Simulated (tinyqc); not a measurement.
Lateral field, substrate current, probability of reaching the oxide barrier and hot-carrier lifetime of a silicon transistor (pseudo-two-dimensional and lucky-electron models): one step, computed by the program tinyqc.

Local-field models: a lucky carrier gains its energy at the peak field over a path free of collisions. Voltages are magnitudes.

Task: Peak lateral field. C_ox = 3.9 eps_0/t; F_sat = 2 v_s/mu; V_Dsat = V_ov F_sat L/(V_ov + F_sat L), V_ov = V_G - V_T; I_D/W = C_ox v_s (V_ov - V_Dsat). Scale length l = 0.22 t^(1/3) x_j^(1/2) (all in cm); F_m = sqrt(((V_D - V_Dsat)/l_e)^2 + F_sat^2), with l_e = l + L_n; length of the velocity-saturated region l_e ln((V_D - V_Dsat)/(l_e F_sat) + F_m/F_sat).

Inputs (values chosen for the exercise, modelled on a silicon p-channel):
```
quantity                                value                      unit
channel length L                         1800                        nm
oxide thickness t                          35                        nm
junction depth x_j                        450                        nm
mobility mu                               140                cm^2/(V s)
saturation velocity v_s                  0.73                  1e7 cm/s
threshold voltage V_T                    0.57                         V
gate voltage V_G                          9.9                         V
drain voltage V_D                          19                         V
ionisation prefactor A_i              7.3e+06                      1/cm
ionisation field B_i                     3.68                     MV/cm
hot-carrier mean free path lambda         5.4                        nm
oxide barrier phi_b                       4.6                        eV
interface-trap threshold phi_it           4.5                        eV
lifetime constant H                         8  s microampere/micrometre
length of the depleted extension L_n      140                        nm
```

Drain: lightly doped extension.

Constants: eps_0 = 8.8541878128e-12 F/m.

Give: scale length l; peak field F_m; velocity-saturated length; energy gained over one free path, e lambda F_m.

Result:

scale length l = 224.1 nm

peak field F_m = 365.9 kV/cm

velocity-saturated length = 701.7 nm

energy gained over one free path, e lambda F_m = 0.1976 eV
